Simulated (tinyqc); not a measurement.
UHF in the sto-6g basis, for H4, spin multiplicity 3, step by step. This run ends on a higher stationary point, not on the lowest solution. Computed by tinyqc, a small Python program that keeps every step (integrals from PySCF). Settings: charge = 0, multiplicity = 3, basis = sto-6g, energy threshold = 1e-08, iteration cap = 87, orthogonalisation = symmetric, start = highest core orbitals, DIIS depth = 3, DIIS from iteration = 3, method = UHF. Command: `OMP_NUM_THREADS=1 python tinyqc.py 30630 30631 out.jsonl` (the two numbers bound the seeds that draw the settings). One thread of a shared host (Intel(R) Xeon(R) Processor @ 2.60GHz), about 0.1 s of CPU time with the checks.

Geometry (angstrom):
```
atom        x        y        z
H     0.00000  0.00000  0.00000
H     0.00000  0.00000  1.52000
H     0.00000  1.71600  0.00000
H     0.00000  1.71600  1.52000
```

Stop when the energy changes by less than 1e-08 hartree and every element of the error matrix X^T (F D S - S D F) X (for each spin) is below 3e-05.

Course of the cycle:
```
iteration  E (hartree)     change  largest element of the error matrix
1           -0.9383963          -                             5.41e-16
2           -1.7962973  -8.58e-01                             2.31e-15
3           -1.7962973    0.00000                             6.03e-16
```

Can the last value be used, and what does the course show?

No, though the log alone does not show it. Converged in 3 iterations. But the solution lies 0.06374 hartree above the reference: it is another stationary point, not the lowest one. Reruns (cap 100 unless said): DIIS 8: converged in 3 to a higher stationary point; damping 0.5: converged in 29 to a higher stationary point; level shift 0.5: converged in 2 to a higher stationary point; atomic densities as start, DIIS 8: converged in 3 to a higher stationary point. PySCF UHF in the same basis, after a stability check = -1.8600382 hartree.
